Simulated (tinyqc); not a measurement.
From results back to parameters: Kane-Mele model of a buckled honeycomb layer in a normal field. Three cases, with inputs chosen for the exercise.

Problem. The gaps of the two spins at a valley are 2|D - lam| and 2 (D + lam), where 2 lam is the gap at zero field and D = e b Ez > 0. The layer is known to be a quantum spin Hall insulator. The gaps come from hidden lam and Ez.

Find: lam; Ez.

Method. A quarter of the sum is the larger of D and lam, a quarter of the difference the smaller; the gaps alone cannot say which is which. Here lam > D.

Case 1.

Values chosen (out of a larger set: of the size used for germanene; not measured data): b = 0.34 angstrom (half the buckling height).

gaps (meV): 19.8400  104.1600

Solution.

lam = 31.00 meV
Ez = 0.0620 V/angstrom

Case 2.

Values chosen (out of a larger set: of the size used for stanene; not measured data): b = 0.39 angstrom (half the buckling height).

gaps (meV): 72.8000  291.2000

Solution.

lam = 91.00 meV
Ez = 0.140 V/angstrom

Case 3.

Values chosen (out of a larger set: of the size used for stanene; not measured data): b = 0.38 angstrom (half the buckling height).

gaps (meV): 41.2000  314.8000

Solution.

lam = 89.00 meV
Ez = 0.180 V/angstrom

Computed by tinyqc, one run a case: `OMP_NUM_THREADS=1 python tinyqc.py N N+1 out.jsonl` with N = 1450222, 1450296, 1450501; one thread of a shared Intel(R) Xeon(R) Processor @ 2.30GHz, about 0.02 s a run at most.
